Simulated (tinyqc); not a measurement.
Polarisation charge from two barrier thicknesses.

Question. Voff = phiB - dEc - q sigma d/(eps0 eb). Find sigma, phiB - dEc and the thickness at which Voff = 0.

Constants: q = 1.602176634e-19 C, eps0 = 8.8541878128e-14 F/cm where lengths are in cm. Results are converted to the units shown.

Voff at d = 15 and 31 nm (V): [-6.3870382, -13.947932]
eb = 9.1991000

Answer. Voff is a straight line in d: its slope is -q sigma/(eps0 eb) and its intercept phiB - dEc.

sigma = 2.402e13 cm^-2
phiB - dEc = 0.7013 V
thickness for Voff = 0 = 1.484 nm

Computed by the program tinyqc: `OMP_NUM_THREADS=1 python tinyqc.py 2180164 2180165 out.jsonl`, one thread of a shared Intel Xeon 2.30GHz, about 0.01 s for the whole run.
